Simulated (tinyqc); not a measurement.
Inductance and parasitic capacitance from two readings.

Question. A loss-free coil L in parallel with C shows the apparent inductance L/(1 - w^2 L C), w = 2 pi f. Find L, C and the self-resonance 1/(2 pi sqrt(L C)).

apparent inductance at 3.8 and 6.5 GHz (nH): [5.3326866, 9.9217126]

Solution. The inverse of the reading is 1/L - w^2 C, a straight line in w^2.

L = 4.300 nH
C = 79.00 fF
self-resonance = 8.635 GHz

Program tinyqc, `OMP_NUM_THREADS=1 python tinyqc.py 2302236 2302237 out.jsonl`; Intel Xeon 2.30GHz, shared host, one thread, about 0.01 s.
